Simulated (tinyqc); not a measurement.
Three-phonon processes in a diatomic chain: dispersion, energy and momentum conservation, and decay channels of optical phonons: one step, computed by the program tinyqc. Command: `OMP_NUM_THREADS=1 python tinyqc.py 3120889 3120890 out.jsonl threeph walk`. One thread of a shared host (Intel(R) Xeon(R) Processor @ 2.30GHz), about 0.05 s of CPU time with the checks.

Cell length a, two atoms, one spring constant. x = q a/pi runs from -1 to 1; A and O are the acoustic and optical branches. Matrix elements are not computed: only conservation laws and occupation factors are followed.

Question. Dispersion. omega^2 = k (1/m + 1/M) -/+ k sqrt((1/m + 1/M)^2 - 4 sin^2(pi x/2)/(m M)); nu = 15.6333042 THz x sqrt(omega^2) for eV/(angstrom^2 u).

Inputs (values chosen for the exercise, for a model chain): light mass m = 12 u; heavy mass M = 19.7 u; spring constant k = 2.8 eV/angstrom^2.

Constants: nu for 1 eV/(angstrom^2 u) = 15.6333042 THz.

Give: the table «Branches» with the columns nu_A (THz), nu_O (THz), for x = 0.10, 0.20, 0.35, 0.50, 0.65, 0.80, 0.90, 1.00.

Answer.

Branches:
```
x     nu_A (THz)  nu_O (THz)
0.10      1.0309      13.508
0.20      2.0542      13.391
0.35      3.5581      13.072
0.50      4.9990      12.591
0.65      6.3394      11.972
0.80      7.5073      11.277
0.90      8.0921      10.865
1.00      8.3351      10.680
```
